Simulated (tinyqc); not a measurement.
Inverse iteration on a symmetric matrix, step by step. Computed by tinyqc, a small Python program that keeps every step. Settings: method = inverse, shift = 0.45. Command: `OMP_NUM_THREADS=1 python tinyqc.py 21404 21405 out.jsonl` (the two numbers bound the seeds that draw the settings). One thread of a shared host (Intel(R) Xeon(R) Processor @ 2.60GHz), about 0.01 s of CPU time with the checks.

A, lower triangle:
```
,1,2,3,4,5
1,1.540000
2,0.692000,1.872000
3,0.444000,0.341000,2.462000
4,-0.362000,-0.531000,0.870000,3.693000
5,-0.358000,-0.567000,0.209000,-0.065000,3.923000
```

Stop when the residual |A v - lambda v| is below 1e-9.

Steps:
```
step,lambda,residual
1,1.82270871,9.00e-01
2,1.28050020,3.74e-01
3,1.15706837,1.82e-01
4,1.08438627,1.47e-01
5,1.03136480,1.17e-01
6,1.00094835,8.35e-02
7,0.98641940,5.59e-02
8,0.98010504,3.63e-02
9,0.97747472,2.33e-02
10,0.97639847,1.49e-02
11,0.97596134,9.46e-03
12,0.97578433,6.02e-03
13,0.97571273,3.82e-03
14,0.97568379,2.43e-03
15,0.97567209,1.55e-03
16,0.97566736,9.83e-04
17,0.97566545,6.25e-04
18,0.97566468,3.97e-04
19,0.97566437,2.52e-04
20,0.97566424,1.61e-04
21,0.97566419,1.02e-04
22,0.97566417,6.49e-05
23,0.97566416,4.12e-05
24,0.97566416,2.62e-05
25,0.97566416,1.67e-05
26,0.97566416,1.06e-05
27,0.97566416,6.73e-06
28,0.97566416,4.28e-06
29,0.97566416,2.72e-06
30,0.97566416,1.73e-06
```

Can the last value be used, and what does the course show?

Not by the stop rule, although the second column moves by less than 1e-07 over the last three steps. Not converged in 30 steps: the residual falls only by the ratio of the two smallest distances of eigenvalues from the shift, 0.64 a step. all eigenvalues, for comparison: 0.975664  1.276899  2.865512  4.032698  4.339228.
